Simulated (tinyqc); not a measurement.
Inside a calculation. Model: electron-beam lithography: double-Gaussian proximity function, edge placement and dose correction for parallel lines. Computed by tinyqc, a small Python program that keeps every step. Command: `OMP_NUM_THREADS=1 python tinyqc.py 3112212 3112213 out.jsonl proximity walk`. One thread of a shared host (Intel(R) Xeon(R) Processor @ 2.30GHz), about 0.01 s of CPU time with the checks. Intermediate numbers are printed to about 6 digits and carried at full precision; extremes and crossings named in words are read from the listed rows.

Lines are infinitely long. Absorbed energy is counted so that the middle of a very large area written at dose 1 receives 1; the resist develops where it exceeds 1/2.

Inputs (values chosen for the exercise, of the order of those for 10 keV electrons in resist on silicon): forward range alpha = 0.015 micrometre; backscatter range beta = 1.2 micrometre; backscatter ratio eta = 0.79; base dose D0 = 800 microcoulomb/cm^2; beam current = 0.39 nA; pixel size = 10 nm; width of the test line = 0.055 micrometre; pattern density around the test line = 0.27.

line widths (micrometre): [0.094, 0.23, 0.069, 0.99]

gaps between the lines (micrometre): [0.11, 0.66, 0.084]

Constants: e = 1.602176634e-19 C.

## Layout

The first line starts at x = 0; each next one starts after the width and the gap.

Lines (micrometre):
```
line  left edge  right edge  centre
1         0.000       0.094  0.0470
2         0.204       0.434  0.3190
3         1.094       1.163  1.1285
4         1.247       2.237  1.7420
```

## Interaction matrix

f(r) = [exp(-r^2/alpha^2)/alpha^2 + eta exp(-r^2/beta^2)/beta^2]/(pi (1 + eta)). A line from a to b at dose d gives E(x) = d [S(alpha) + eta S(beta)]/(1 + eta), S(s) = [erf((b - x)/s) - erf((a - x)/s)]/2. M_ij is the mean of E at the two edges of line i from line j at dose 1.

M, rows 1, 2, 3, 4:
```
[[0.298795, 0.045149, 0.006362, 0.032652],
 [0.018368, 0.326477, 0.009075, 0.055920],
 [0.008665, 0.030266, 0.293631, 0.153859],
 [0.003939, 0.015007, 0.010138, 0.446306]]
```

## Dose correction

Uncorrected edge energies are M 1. Solve M d = 1/2 for the doses d that put the mean edge energy of every line at the threshold.

edge energies at dose 1: 1 0.382958, 2 0.409840, 3 0.486421, 4 0.475391

corrected doses: 1 1.34951, 2 1.24932, 3 0.98720, 4 1.04396

largest over smallest dose = 1.36701

Line 1 needs the most and line 3 the least; a narrow isolated line much wider than alpha would need 1 + eta = 1.79.

## Printed widths

Edges are the roots of E(x) = 1/2 between a line centre and the middle of the next gap. Three cases: dose 1 everywhere; one common dose equal to the mean of d; the corrected doses.

Width error, printed less drawn (nm):
```
line  drawn width (nm)    dose 1  mean dose  corrected
1                   94  -11.7093   -4.70213   0.001229
2                  230   -8.8379   -2.10719   0.003523
3                   69   -1.2923    5.23590   0.000623
4                  990   -2.3423    4.15957   0.003946
```

With the common mean dose the errors span 9.9 nm. With corrected doses the largest error is below 0.01 nm.

## Dose to size and latitude

A test line of width w << beta in surroundings of density rho, all at dose d: near its edge E(x) = d [S + eta rho]/(1 + eta), S = [erf((b - x)/alpha) - erf((a - x)/alpha)]/2 for edges a and b, the second term being the background energy. Dose to size d_s = (1 + eta)/(erf(w/alpha) + 2 eta rho), dose = d_s D0; edge slope d [1 - exp(-w^2/alpha^2)]/(sqrt(pi) alpha (1 + eta)); width change per 1 % of dose = 2 x 0.01 x (1/2)/slope.

dose to size d_s = 1.25473

dose = 1003.79 microcoulomb/cm^2

edge slope = 0.0263652 1/nm

width change per 1 % of dose = 0.379288 nm

background energy = 0.149516

The background supplies 30 % of the threshold.

## Shot noise and writing time

With dose = d_s D0: electrons per pixel N = dose x pixel area/e; relative noise 1/sqrt(N); time per cm^2 of pattern area = dose x density/current; pixel rate = current/(dose x pixel area).

electrons per pixel = 6265.14

shot noise = 1.26338 %

writing time per cm^2 = 193.036 h

pixel rate = 0.388529 MHz

Checks made by the program: corrected edge energies (relative difference below 1e-10).
